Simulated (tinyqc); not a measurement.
# MOS inversion layer, Poisson-Schroedinger loop: mixing schemes compared

Electrons confined at an insulator interface at z = 0, treated as a hard wall; parabolic valleys, Hartree approximation, no image or exchange terms. The depletion charge lies far deeper than the electrons and gives a uniform field q Nd/(eps0 eps_r); the gate balances all charge. Energies are counted from the band edge at the interface.

V0 = q Nd z/(eps0 eps_r) in eV.

Tridiagonal Hamiltonian with psi = 0 one step beyond both ends: H_ii = C (1/m_(i-1/2) + 1/m_(i+1/2))/hz^2 + V0_i + U_i (+ dE for the set B), H_(i,i+1) = -C/(m_(i+1/2) hz^2), C = hbar^2/(2 m0). The lowest 2 level(s) of each valley set are kept, normalised to hz sum |psi|^2 = 1. The mass is the same on all intervals.

Level k holds N_k = D_k Vt ln(1 + exp((EF - E_k)/Vt)) with D = 2 md1 m0 q/(pi hbar^2) for the set A, D = 4 md2 m0 q/(pi hbar^2) for the set B per eV (spin included); EF is fixed by sum N_k = Ns.

n_i = sum_k N_k |psi_k|^2 (converted to cm^-3). Hartree part by Gauss: on the interval before node i the electrons still beyond are S_i = Ns - hz sum_(j<i) n_j, and U_i = U_(i-1) + q S_i hz/(eps0 eps_r) in eV, U_0 = 0 at the interface. Mixing: U(new) = U + a (U(out) - U).

Rounds from U = 0 until the largest |U(out) - U| is below 1e-7 eV (the round that meets it is counted). Anderson mixing of depth m keeps the last m inputs V and residuals F = V(out) - V(in), fits c by least squares to F = dF c over their successive differences dF, dV, and sets V(new) = V + a F - (dV + a dF) c.

Parameters, values chosen for the exercise; masses and permittivity close to those of silicon (100):
```
symbol,value,unit,meaning
T,400,K,temperature
eps_r,11.9,,relative permittivity
mz1,0.903,m0,mass along z of valley set A (2 valley(s))
md1,0.191,m0,in-plane density-of-states mass of set A
mz2,0.193,m0,mass along z of valley set B (4 valley(s))
md2,0.422,m0,in-plane density-of-states mass of set B
Ns,6.2e11,cm^-2,sheet density of electrons
Nd,2e12,cm^-2,sheet density of depletion charge
dE,0.12,eV,extra shift of set B (strain)
hz,0.92,nm,mesh step
```

Constants: q = 1.602176634e-19 C, kB = 1.380649e-23 J/K, hbar = 1.054571817e-34 J s, m0 = 9.1093837015e-31 kg, Vt = kB T/q, eps0 = 8.8541878128e-14 F/cm where lengths are in cm, hbar^2/(2 m0) = 0.0380998212 eV nm^2. Results are converted to the units shown.

| node | z (nm) |
|---|---|
| 1 | 0.92 |
| 2 | 1.84 |
| 3 | 2.76 |
| 4 | 3.68 |
| 5 | 4.6 |
| 6 | 5.52 |
| 7 | 6.44 |
| 8 | 7.36 |
| 9 | 8.28 |
| 10 | 9.2 |
| 11 | 10.12 |
| 12 | 11.04 |
| 13 | 11.96 |
| 14 | 12.88 |

Rounds needed:

| a | depth m | rounds |
|---|---|---|
| 1 | plain | 6 |
| 0.8 | plain | 9 |
| 0.6 | plain | 14 |
| 0.4 | plain | 24 |
| 0.2 | plain | 54 |
| 0.1 | plain | 112 |
| 0.5 | 2 | 9 |
| 0.5 | 4 | 6 |
| 0.5 | 8 | 6 |

Among the plain runs a = 1 is fastest, with 6 rounds: the response of the charge is weak enough that no damping is needed. Anderson mixing needs 6 to 9 rounds.

Numbers from tinyqc (`OMP_NUM_THREADS=1 python tinyqc.py 2160028 2160029 out.jsonl`; about 0.8 s on one thread of a shared Intel Xeon 2.30GHz).
